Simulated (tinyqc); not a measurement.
Active against total: solid solubility of a dopant against its melt (retrograde solidus), clustering and the electrically active fraction. Computed by tinyqc, a small Python program. Command: `OMP_NUM_THREADS=1 python tinyqc.py 3005389 3005390 out.jsonl retro walk`. One thread of a shared host (Intel(R) Xeon(R) Processor @ 2.30GHz), about 0.01 s of CPU time with the checks.

Inputs (values chosen for the exercise, of the order of those of aluminium in silicon for the solubility): atoms per cluster m = 3; cluster scale N* at 1273 K = 5.1e+20 1/cm^3; activation energy E_b of the cluster scale = 0.35 eV; anneal temperature T_a = 950 K; prefactor of n_i = 3.87e+16 1/(cm^3 K^1.5); energy E_i in n_i = 0.608 eV.

Clustering: clusters that take up free electrons.

Constants: k_B = 8.617333262e-05 eV/K.

Method. A highly soluble donor (another dopant than that of the solidus) is limited by clustering. Donors N_a are active, and clusters hold m atoms each: N_t = N_a + m C, m C = N* (N_a/N*)^m (n/N*)^m, each atom taking one electron, n = N_a/2 + sqrt(N_a^2/4 + n_i^2), n_i = prefactor x T^1.5 exp(-E_i/(k_B T)), with N*(T) = N*(1273 K) exp[-(E_b/k_B)(1/T - 1/1273)].

Active density (1/cm^3):
```
N_t (1/cm^3)  N_a at T_a  fraction  N_a at T_a + 150 K  N_a at T_a - 150 K
1.00e+19      1.0000e+19   1.00000          1.0000e+19          9.9996e+18
3.00e+19      2.9995e+19   0.99984          3.0000e+19          2.9749e+19
1.00e+20      9.5128e+19   0.95128          9.9651e+19          6.7069e+19
2.00e+20      1.4324e+20   0.71618          1.8548e+20          8.2865e+19
5.00e+20      1.9007e+20   0.38014          2.8964e+20          1.0162e+20
1.00e+21      2.2160e+20   0.22160          3.4959e+20          1.1605e+20
2.00e+21      2.5355e+20   0.12678          4.0593e+20          1.3147e+20
5.00e+21      2.9905e+20   0.05981          4.8289e+20          1.5411e+20
```

What does the comparison show, and why?

The exponent d ln N_a/d ln N_t falls from 1.00 to 0.18, towards 1/(2m) = 0.167. At the highest dose a 150 K hotter anneal gives 1.61 times the active density, and a later step 150 K cooler would cut it to 0.52 if it ran to equilibrium: short hot anneals come last.

Extremes, crossings and ranges named in words are read from the listed rows.
